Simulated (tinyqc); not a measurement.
Inside a calculation. Model: thin film between two gates, subbands and threshold shift from confinement.

tinyqc, about 0.09 s, one thread, Intel Xeon 2.30GHz (shared host): `OMP_NUM_THREADS=1 python tinyqc.py 2350144 2350145 out.jsonl` Printed values are rounded.

Undoped body with a flat potential across it, hard walls, transport along x. Three valley pairs (g = 2 each) with the longitudinal mass along x, y or z. Non-parabolicity enters the subband edges through E (1 + al E) = gamma, so E = 2 gamma/(1 + sqrt(1 + 4 al gamma)); motion within a subband is taken as parabolic with the band-edge mass. Energies are counted from the bulk band edge.

Values chosen for this exercise; masses close to those of silicon:
- T = 77 K (temperature)
- ml = 0.922 m0 (longitudinal mass)
- mt = 0.192 m0 (transverse mass)
- al = 0 1/eV (non-parabolicity)
- t = 7.4 nm (film thickness (along z))
- dl = 0.3 nm (widening of the box by penetration into the insulator)

Constants: q = 1.602176634e-19 C, kB = 1.380649e-23 J/K, hbar = 1.054571817e-34 J s, m0 = 9.1093837015e-31 kg, Vt = kB T/q, hbar^2/(2 m0) = 0.0380998212 eV nm^2. Results are converted to the units shown.

## Lowest subbands

gamma = C (pi k/(t + dl))^2/mz, C = hbar^2/(2 m0). List the 6 lowest, labelled by valley axis and quantum numbers, with degeneracy g and N_k: N_k = g sqrt(mx my) m0 kB T/(pi hbar^2).

```
subband    E_k (eV)  g  N_k (cm^-2)
z1       0.00687876  2   1.06437e12
z2        0.0275150  2   1.06437e12
x1        0.0330324  2   2.33242e12
y1        0.0330324  2   2.33242e12
z3        0.0619089  2   1.06437e12
z4         0.110060  2   1.06437e12
```

## Threshold shift

Each subband has N_k = g sqrt(mx my) m0 kB T/(pi hbar^2); without degeneracy n = exp(EF/Vt) sum N_k exp(-E_k/Vt). Classical value Nc times t, Nc = sum over valleys of 2 g (m m0 kB T/(2 pi hbar^2))^1.5 with m = (mx my mz)^(1/3). Threshold shift dVT = Vt ln(classical value/sum N_k exp(-E_k/Vt)). Use the subbands listed.

shares, subband z1 to z4 (%): [88.4993, 3.9469, 3.7658, 3.7658, 0.0221, 0.0000]
sum N_k exp(-E_k/Vt) = 4.26506e11 cm^-2
Nc = 3.60948e18 cm^-3
classical value = 2.67101e12 cm^-2
dVT = 12.1731 mV

With all subbands dVT = 12.17 mV. The lowest edge lies at 6.88 meV; dVT is larger than that, since sum N_k exp(-(E_k - E_1)/Vt) falls short of the classical value.
